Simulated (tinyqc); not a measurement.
# Worked calculation: off-state leakage of single and stacked transistors

Numbers from tinyqc (`OMP_NUM_THREADS=1 python tinyqc.py 2242198 2242199 out.jsonl`; about 0.04 s on one thread of a shared Intel Xeon 2.30GHz). Printed values are rounded.

n-channel devices of unit width. Subthreshold current I(Vg, Vs, Vd) = I0 (T/300 K)^0.5 exp[(Vg - Vs - VT(T) - gb (Vs - Vb) + dd (Vd - Vs))/(nf Vt)] (1 - exp(-(Vd - Vs)/Vt)), VT(T) = VT - cT (T - 300 K). Gate-edge tunnelling Ig (Vd/1 V) exp(ag (Vd - 1 V)), for a gate at 0 V, and band-to-band leakage Ab u exp(-Bb/u), u = Vd - Vb + 1 V, flow at a drain held at V; both are taken as independent of T. In a stack of off transistors (all gates at 0 V) the same subthreshold current passes through each.

Inputs (values chosen for the exercise); values of the order met in bulk silicon logic transistors:
```
symbol  value       unit                                             meaning
T         398          K                                         temperature
V         0.8          V                                      supply voltage
VT       0.41          V        threshold at 300 K, zero drain and body bias
cT        0.6       mV/K              fall of the threshold with temperature
I0       0.11      uA/um                       current at threshold at 300 K
nf       1.34                                                   slope factor
dd       0.13                                drain-induced lowering per volt
gb       0.09             rise of the threshold per volt of source-body bias
Ig       4e-5      uA/um                 gate-edge tunnelling current at 1 V
ag          4        1/V               exponential slope of the gate current
Ab          1  uA/(um V)      prefactor of band-to-band leakage at the drain
Bb         27          V                             its exponential voltage
Vb          0          V                                        body voltage
```

Constants: q = 1.602176634e-19 C, kB = 1.380649e-23 J/K, Vt = kB T/q. Results are converted to the units shown.

## Leakage of one transistor

Vg = Vs = 0, Vd = V; effective threshold VT(T) - gb Vb - dd V.

effective threshold = 0.2472 V
parts (nA/um): subthreshold 0.5844912, gate edge 0.01437853, band-to-band 5.506242e-4
total = 0.5994204 nA/um
shares (%): subthreshold 97.50940, gate edge 2.398738, band-to-band 0.09185943

The subthreshold part is the largest.

## Starting value

Vx = dd V/(1 + gb + 2 dd), the solution for Vx well above Vt, rounded to three decimals.

Vx at the start = 0.077 V

## Iteration 1: new Vx

Stack of two, Vx the node between them: I_low = I(0, 0, Vx), I_up = I(0, Vx, V), f = ln(I_up/I_low), f' = -(1 + gb + 2 dd)/(nf Vt) - 1/(Vt (exp(Vx/Vt) - 1)) - 1/(Vt (exp((V - Vx)/Vt) - 1)), Vx(new) = Vx - f/f'.

I_low = 0.06760316 nA/um
I_up = 0.07569407 nA/um
f = 0.1130451
f' = -32.82876 1/V
Vx after iteration 1 = 0.08044348 V

## Iteration 2: new Vx

As before.

I_low = 0.06903738 nA/um
I_up = 0.06908166 nA/um
f = 6.411549e-4
f' = -32.46385 1/V
Vx after iteration 2 = 0.08046323 V

## Iteration 3: new Vx

As before.

I_low = 0.06904545 nA/um
I_up = 0.06904545 nA/um
f = 1.942304e-8
f' = -32.46188 1/V
Vx after iteration 3 = 0.08046323 V

## Course of the iteration

Stop when the step is below 1e-11 V, or after 40 iterations.

Course of the iteration:
```
iteration	Vx before the step (V)	step (V)
1	0.077	3.44e-3
2	0.08044348	1.97e-5
3	0.08046323	5.98e-10
4	0.08046323	< 1e-15
```

Converged in 4 iterations. The subthreshold current of the stack is 0.06905 nA/um, 8.47 times less than that of one transistor (the drain leakage is unchanged); the estimate exp[dd V (1 + gb + dd)/((1 + gb + 2 dd) nf Vt)] gives 7.73.
